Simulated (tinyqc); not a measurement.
The 3-omega method: a line heater on a substrate with a thin film. From total in-phase swing back to film thickness t. Computed by tinyqc, a small Python program. Command: `OMP_NUM_THREADS=1 python tinyqc.py 3008739 3008740 out.jsonl threeomega inv`. One thread of a shared host (Intel(R) Xeon(R) Processor @ 2.30GHz), about 0.02 s of CPU time with the checks.

A current at angular frequency omega = 2 pi f heats the line at 2 omega with the amplitude P per length; the temperature swing Delta T at 2 omega gives a voltage at 3 omega. The substrate is taken as semi-infinite and isotropic, and the heat capacity of heater and film is left out.

Inputs (values chosen for the exercise, modelled on hafnia on germanium):
```
quantity                                    value           unit
substrate conductivity kappa                 60.6        W/(m K)
substrate heat capacity C                    1.66  1e6 J/(m^3 K)
heater half-width b                           9.3     micrometre
power amplitude per length P                   34            W/m
current frequency f                           210             Hz
film conductivity kappa_f                     1.1        W/(m K)
interface resistance R_i                      6.7       m^2 K/GW
substrate thickness d_s                       525     micrometre
temperature coefficient of resistance beta    3.7         1e-3/K
voltage amplitude V_1                         1.4              V
```

Method:
- D = kappa/C; q = sqrt(2 i omega/D); penetration depth 1/|q| = sqrt(D/(2 omega)).
- Delta T_s = (P/(pi kappa)) int_0^infinity (sin x/x)^2 / sqrt(x^2 + (q b)^2) dx with (q b)^2 = i |q b|^2, averaged over the heater width (12 Gauss-Legendre points on each of the pieces 0, 14 log-spaced edges from 1e-5 to 1, and multiples of pi to 40 pi; the tail adds 1/(4 (40 pi)^2)).
- For |q| b much below 1: Delta T_s = (P/(pi kappa)) [-ln(|q| b) + eta - i pi/4], eta = 3/2 - C_E = 0.92278, with Euler's C_E = 0.5772157.
- One-dimensional flow across the film: Delta T_f = P (t/kappa_f + R_i)/(2 b); total in-phase swing Delta T = Delta T_s + Delta T_f; third-harmonic amplitude V_3 = V_1 beta |Delta T|/2 with the out-of-phase part included; the apparent film conductivity is t/(t/kappa_f + R_i).

Task: A run gave the result below. Find the film thickness t, known to lie between 300 and 500 nm.

total in-phase swing = 1.228922 K

Result:

Each step takes the trial c = (a f_b - b f_a)/(f_b - f_a), f being the result less the target and a, b, c the logarithms of the listed values; c replaces end b, the old b replaces a if the sign of f changed, and otherwise f_a is halved.

Scan of the range:
```
film thickness t (nm)  total in-phase swing (K)
300                                     1.12888
327                                     1.17375
356                                     1.22194
387                                     1.27346
422                                     1.33162
459                                     1.39311
500                                     1.46124
```

False position (Illinois rule, in the logarithm of the input) inside the bracket:
```
step    end a    end b    trial  total in-phase swing (K)
1     356.000  387.000  360.050                   1.22867
2     387.000  360.050  360.195                   1.22891
3     387.000  360.195  360.205                   1.22893
4     360.195  360.205  360.200                   1.22892
```

Total in-phase swing rises at every point of a 13-point scan of the range (every second point is shown), so one value fits; it is bracketed by 356 and 387. The scan shows a straight line, so linear interpolation between any two rows gives the answer at once. Answer: film thickness t = 360.2 nm.

Caution: the penetration depth exceeds a fifth of the substrate thickness, so the back face is felt and the semi-infinite formula fails.
